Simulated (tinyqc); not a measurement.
Angle series: uniform film or islands? Model: X-ray photoelectron analysis of a thin oxide on a semiconductor: attenuation lengths, thickness, angle series and band offsets. Computed by tinyqc, a small Python program. Command: `OMP_NUM_THREADS=1 python tinyqc.py 3110558 3110559 out.jsonl xps walk`. One thread of a shared host (Intel(R) Xeon(R) Processor @ 2.30GHz), about 0.01 s of CPU time with the checks.

The same element is seen in the oxide and in the substrate, at nearly the same kinetic energy; films are flat and uniform, and the work function is ignored.

Inputs (values chosen for the exercise, modelled on SiO2 on silicon):
```
quantity                                           value     unit
photon energy                                     1486.6       eV
binding energy of the core level                    99.4       eV
oxide density                                       2.25   g/cm^3
oxide formula mass                                 60.08    g/mol
valence electrons per oxide formula                   16        -
oxide gap                                           8.74       eV
substrate density                                   2.33   g/cm^3
substrate formula mass                             28.09    g/mol
valence electrons per substrate formula                4        -
substrate gap                                       1.12       eV
oxide thickness d                                    1.4       nm
emission angle from the normal                         0  degrees
attenuation length over inelastic mean free path    0.87        -
carbon overlayer                                    0.29       nm
```

Method:
- TPP-2M: lambda = E/(E_p^2 [b ln(c E) - C/E + D/E^2]) in angstrom, E_p = 28.8 sqrt(N_v rho/M), b = -0.10 + 0.944/sqrt(E_p^2 + E_g^2) + 0.069 rho^0.1, c = 0.191/sqrt(rho), U = N_v rho/M, C = 1.97 - 0.91 U, D = 53.4 - 20.8 U, with E = photon energy less binding energy in eV.
- Attenuation length L = factor x lambda.
- R_0 = (rho_o/M_o) L_o/((rho_s/M_s) L_s); peak ratio R = I_ox/I_sub = R_0 [exp(d/(L_o cos theta)) - 1]; hence d = L_o cos theta ln(1 + R/R_0). A carbon layer weakens both peaks alike, by exp(-d_C/(L_o cos theta)) if its L is taken equal to L_o. This R_0 leaves out intrinsic losses from the substrate peak, so calibrated values can be larger.
- Islands: half of the surface carries 2 d and half none, R = R_0 (1/2)(1 - t)/(1/2 + t/2) with t = exp(-2 d/(L_o cos theta)); the apparent thickness is read with the uniform formula.

R_0 = 0.560763

L in the oxide = 3.33868 nm

Against the angle:
```
theta (degrees)  R, uniform  R, islands  apparent d, islands (nm)
0                    0.2921     0.22227                    1.1147
20                   0.3154     0.23485                    1.0975
35                   0.3749     0.26436                    1.0563
45                   0.4539     0.29836                    1.0072
55                   0.6041     0.34976                    0.9282
65                   0.9517     0.42523                    0.7963
75                   2.2733     0.51851                    0.5658
```

What does the comparison show, and why?

A uniform film gives d = 1.4 nm at every angle. The island film of the same volume reads 1.11 nm at normal emission and 0.566 nm at 75 degrees; its ratio cannot pass R_0, since the bare half always shows the substrate.

Extremes, crossings and ranges named in words are read from the listed rows.
